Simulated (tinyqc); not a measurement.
What each parameter does: Wannier functions of a composite (isolated) pair of valence bands (bonds of an sp chain).

Each atom has a hybrid pointing left (<) and right (>). H(k): diagonal +V3 on A, -V3 on B; <A<|A>> = -V1a, <B<|B>> = -V1b, <A>|B<> = -V2, <B>|A<> = -V2p exp(ik); k in 1/a, Bloch sums with exp(ikR). The two lowest bands are filled. Trial functions in cell 0: g1 = cos(c) A> + sin(c) B<, and g2 = sin(c) B> + cos(c) A< of cell 1, whose Bloch vector has cos(c) exp(-ik) on A<. Projection A_mn = <psi_m|g_n>, S = A^+ A, Loewdin U = A S^(-1/2), Bloch-like states w_n = sum_m psi_m U_mn, H_W(k) = U^+ diag(E) U. P = sum_m |psi_m><psi_m| is free of phase choices, and S = g^+ P g, w = P g S^(-1/2).

Inputs chosen for the exercise:
```
symbol  value  unit     meaning
V2      2.78   eV       coupling in the bond A-B inside the cell
V2p     4.48   eV       coupling in the bond to the next cell
V1a     1.03   eV       coupling of the two hybrids on A
V1b     1.09   eV       the same on B
V3      0      eV       A at +V3, B at -V3
c       45     degrees  trial bonds cos(c) on A, sin(c) on B
xb      0.57   a        position of B (A at 0)
```

N = 12: centres, total spread (point-like hybrids at R and R + xb) and H_12(0).

One parameter was then changed.

Results before and after:
```
case     centre 1 (a)  centre 2 (a)  total spread (a^2)  H_12(0) (eV)
base           0.2853        0.7847              0.1334       -0.5391
changed        0.3103        0.8097              0.1381       -0.5391
```

Which of these changes was made? (a) V2p = 4.88 eV; (b) V3 = 0.4 eV; (c) xb = 0.62 a; (d) V1a = 1.23 eV; (e) V1b = 1.29 eV; (f) V2 = 3.18 eV.

Answer: (c) xb = 0.62 a. Of the candidates, run in turn, only this one gives the changed row.

All candidates:
```
case           centre 1 (a)  centre 2 (a)  total spread (a^2)  H_12(0) (eV)
base                 0.2853        0.7847              0.1334       -0.5391
V2 = 3.18 eV         0.2853        0.7847              0.1327       -0.5399
V2p = 4.88 eV        0.2853        0.7847              0.1328       -0.5396
V1a = 1.23 eV        0.2843        0.7857              0.1347       -0.5366
V1b = 1.29 eV        0.2864        0.7836              0.1347       -0.6380
V3 = 0.4 eV          0.3247        0.7667              0.1313       -0.5993
xb = 0.62 a          0.3103        0.8097              0.1381       -0.5391
```

Run: tinyqc, `OMP_NUM_THREADS=1 python tinyqc.py 1481902 1481903 out.jsonl`; Intel(R) Xeon(R) Processor @ 2.30GHz, one thread, shared host; about 0.2 s of CPU time with all checks.
